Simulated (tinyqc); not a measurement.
Stretching all distances: RHF, UHF, MP2, CISD and CCSD against full CI in the sto-3g basis, for H3+, spin multiplicity 1. Computed by the program tinyqc with PySCF. 

Geometry (angstrom):

| atom | x | y | z |
|---|---|---|---|
| H | 0.0000 | 0.0000 | 0.0000 |
| H | 0.0000 | 0.0000 | 0.8290 |
| H | 0.0000 | 0.0000 | -0.8290 |

All coordinates are multiplied by the scale. c0^2 is the weight of the RHF determinant in the lowest singlet FCI state (UHF is spin-contaminated and may lie near states of higher spin) and n(LUMO) the first natural occupation beyond the occupied space.

Full CI energy (hartree) and errors against it (kcal/mol):

| scale | distance 1-2 (angstrom) | E(FCI) | RHF | UHF | MP2 | CISD | CCSD | <S^2> UHF | c0^2 | n(LUMO) |
|---|---|---|---|---|---|---|---|---|---|---|
| 0.8800 | 0.7295 | -1.210774 | 15.1946 | 15.1946 | 4.8318 | 0.0000 | 0.0000 | 0.0000 | 0.9812 | 0.0339 |
| 1.1200 | 0.9285 | -1.233224 | 20.4411 | 20.4411 | 6.6888 | 0.0000 | 0.0000 | 0.0000 | 0.9674 | 0.0571 |
| 1.3500 | 1.1192 | -1.201940 | 26.3077 | 24.5919 | 8.5484 | 0.0000 | 0.0000 | 0.2365 | 0.9490 | 0.0853 |
| 1.5900 | 1.3181 | -1.152367 | 33.9569 | 22.7982 | 10.6993 | 0.0000 | 0.0000 | 0.5357 | 0.9221 | 0.1229 |
| 1.8300 | 1.5171 | -1.102025 | 43.5938 | 18.9346 | 12.9541 | 0.0000 | 0.0000 | 0.7167 | 0.8854 | 0.1702 |
| 2.0600 | 1.7077 | -1.060182 | 54.5081 | 15.4001 | 14.6320 | 0.0000 | 0.0000 | 0.8245 | 0.8426 | 0.2223 |
| 2.3000 | 1.9067 | -1.025449 | 66.8642 | 12.5429 | 14.8492 | 0.0000 | 0.0000 | 0.8943 | 0.7957 | 0.2781 |
| 2.5300 | 2.0974 | -1.000222 | 78.6771 | 10.4863 | 12.5809 | 0.0000 | 0.0000 | 0.9374 | 0.7546 | 0.3272 |
| 2.7700 | 2.2963 | -0.980749 | 90.1450 | 8.1774 | 6.9295 | 0.0000 | 0.0000 | 0.9730 | 0.7193 | 0.3705 |

UHF parts from RHF first at scale 1.35 of those listed, where <S^2> leaves zero. The weight c0^2 goes from 0.98 to 0.72 and n(LUMO) from 0.03 to 0.37: static correlation grows as the bonds break into open-shell fragments. The spread of the error along the curve, which distorts its shape, is CISD 0.0, CCSD 0.0, MP2 10.0, UHF 16.4, RHF 75.0 kcal/mol. With two electrons CISD and CCSD are exact.
